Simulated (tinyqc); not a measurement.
Worked calculation: Pariser-Parr-Pople SCF with singles CI, for the molecule Clc1nnc2[nH]cnc2n1 (SMILES; centres numbered as the heavy atoms are written). One step of it, computed by the program tinyqc.

Question. Iteration 2: Fock matrix. F_rr = H_rr + P_rr gamma_rr / 2 + sum_(s != r) P_ss gamma_rs; F_rs = H_rs - P_rs gamma_rs / 2; E = tr P (H + F) / 2 + core repulsion sum_(r<s) z_r z_s gamma_rs.

P after iteration 1:
```
           1Cl         2C         3N         4N         5C         6N         7C         8N
1Cl   1.902224   0.328066  -0.133907  -0.030288   0.102832  -0.032997  -0.036282   0.059255
2C    0.328066   0.871235   0.564506  -0.044656  -0.236213   0.103012   0.070493  -0.141064
3N   -0.133907   0.564506   1.141099   0.712989  -0.164197  -0.103210   0.166813   0.034048
4N   -0.030288  -0.044656   0.712989   1.082708   0.576041  -0.100266  -0.129366   0.071058
5C    0.102832  -0.236213  -0.164197   0.576041   1.118445   0.478806  -0.224909  -0.109832
6N   -0.032997   0.103012  -0.103210  -0.100266   0.478806   1.454574   0.619030  -0.316416
7C   -0.036282   0.070493   0.166813  -0.129366  -0.224909   0.619030   1.053274   0.692804
8N    0.059255  -0.141064   0.034048   0.071058  -0.109832  -0.316416   0.692804   1.277340
9C   -0.011320  -0.012138  -0.257927   0.077486   0.515309  -0.205521  -0.098197   0.543957
10N  -0.207116   0.680961   0.044887  -0.335006   0.058055   0.078392  -0.151368  -0.073591

            9C        10N
1Cl  -0.011320  -0.207116
2C   -0.012138   0.680961
3N   -0.257927   0.044887
4N    0.077486  -0.335006
5C    0.515309   0.058055
6N   -0.205521   0.078392
7C   -0.098197  -0.151368
8N    0.543957  -0.073591
9C    0.911168   0.553163
10N   0.553163   1.187932
```

core matrix H (eV):
```
            1Cl          2C          3N          4N          5C          6N          7C          8N
1Cl  -65.573244   -1.590000    0.000000    0.000000    0.000000    0.000000    0.000000    0.000000
2C    -1.590000  -70.784281   -2.510000    0.000000    0.000000    0.000000    0.000000    0.000000
3N     0.000000   -2.510000  -69.517374   -2.510000    0.000000    0.000000    0.000000    0.000000
4N     0.000000    0.000000   -2.510000  -70.539563   -2.510000    0.000000    0.000000    0.000000
5C     0.000000    0.000000    0.000000   -2.510000  -75.970566   -2.240000    0.000000    0.000000
6N     0.000000    0.000000    0.000000    0.000000   -2.240000  -75.008644   -2.240000    0.000000
7C     0.000000    0.000000    0.000000    0.000000    0.000000   -2.240000  -64.723347   -2.510000
8N     0.000000    0.000000    0.000000    0.000000    0.000000    0.000000   -2.510000  -68.313987
9C     0.000000    0.000000    0.000000    0.000000   -2.390000    0.000000    0.000000   -2.510000
10N    0.000000   -2.510000    0.000000    0.000000    0.000000    0.000000    0.000000    0.000000

             9C         10N
1Cl    0.000000    0.000000
2C     0.000000   -2.510000
3N     0.000000    0.000000
4N     0.000000    0.000000
5C    -2.390000    0.000000
6N     0.000000    0.000000
7C     0.000000    0.000000
8N    -2.510000    0.000000
9C   -73.909939   -2.510000
10N   -2.510000  -72.289357
```

repulsion gamma_rs (eV):
```
           1Cl         2C         3N         4N         5C         6N         7C         8N
1Cl  13.000000   7.827538   5.376106   3.716237   3.297934   2.543988   2.369808   2.820911
2C    7.827538  11.130000   7.731545   5.297283   4.668361   3.344746   2.994007   3.621278
3N    5.376106   7.731545  12.300000   7.890640   5.296040   3.683689   3.004652   3.317602
4N    3.716237   5.297283   7.890640  12.300000   7.726263   5.248505   3.741969   3.813395
5C    3.297934   4.668361   5.296040   7.726263  11.130000   8.281108   5.521135   5.588474
6N    2.543988   3.344746   3.683689   5.248505   8.281108  16.800000   8.283330   5.826479
7C    2.369808   2.994007   3.004652   3.741969   5.521135   8.283330  11.130000   7.731991
8N    2.820911   3.621278   3.317602   3.813395   5.588474   5.826479   7.731991  12.300000
9C    3.700142   5.238603   4.709223   5.296490   7.556054   5.786313   5.521171   7.728919
10N   5.376593   7.728634   5.348082   4.744040   5.296156   3.866499   3.742147   5.117547

            9C        10N
1Cl   3.700142   5.376593
2C    5.238603   7.728634
3N    4.709223   5.348082
4N    5.296490   4.744040
5C    7.556054   5.296156
6N    5.786313   3.866499
7C    5.521171   3.742147
8N    7.728919   5.117547
9C   11.130000   7.726570
10N   7.726570  12.300000
```

Centres (angstrom, eV; a flat drawing with bonds scaled to 1.40 angstrom):
```
centre          x          y  core charge z          W   gamma_rr
1Cl     -3.206000   0.690000              2  26.000000  13.000000
2C      -1.887000   0.221000              1  11.160000  11.130000
3N      -1.633000  -1.155000              1  14.100000  12.300000
4N      -0.314000  -1.624000              1  14.100000  12.300000
5C       0.752000  -0.715000              1  11.160000  11.130000
6N       2.140000  -0.899000              2  25.600000  16.800000
7C       2.743000   0.364000              1  11.160000  11.130000
8N       1.729000   1.328000              1  14.100000  12.300000
9C       0.498000   0.661000              1  11.160000  11.130000
10N     -0.822000   1.130000              1  14.100000  12.300000
```

Give: F; pi energy.

Answer.

F (eV):
```
         1Cl      2C      3N      4N      5C      6N      7C      8N
1Cl  -12.984  -2.874   0.360   0.056  -0.170   0.042   0.043  -0.084
2C    -2.874  -4.668  -4.692   0.118   0.551  -0.172  -0.106   0.255
3N     0.360  -4.692  -7.666  -5.323   0.435   0.190  -0.251  -0.056
4N     0.056   0.118  -5.323  -7.643  -4.735   0.263   0.242  -0.135
5C    -0.170   0.551   0.435  -4.735  -6.822  -4.223   0.621   0.307
6N     0.042  -0.172   0.190   0.263  -4.223  -9.856  -4.804   0.922
7C     0.043  -0.106  -0.251   0.242   0.621  -4.804  -6.689  -5.188
8N    -0.084   0.255  -0.056  -0.135   0.307   0.922  -5.188  -8.032
9C     0.021   0.032   0.607  -0.205  -4.337   0.595   0.271  -4.612
10N    0.557  -5.141  -0.120   0.795  -0.154  -0.152   0.283   0.188

         9C     10N
1Cl   0.021   0.557
2C    0.032  -5.141
3N    0.607  -0.120
4N   -0.205   0.795
5C   -4.337  -0.154
6N    0.595  -0.152
7C    0.271   0.283
8N   -4.612   0.188
9C   -4.394  -4.647
10N  -4.647  -7.717
```

pi energy = -196.357 eV
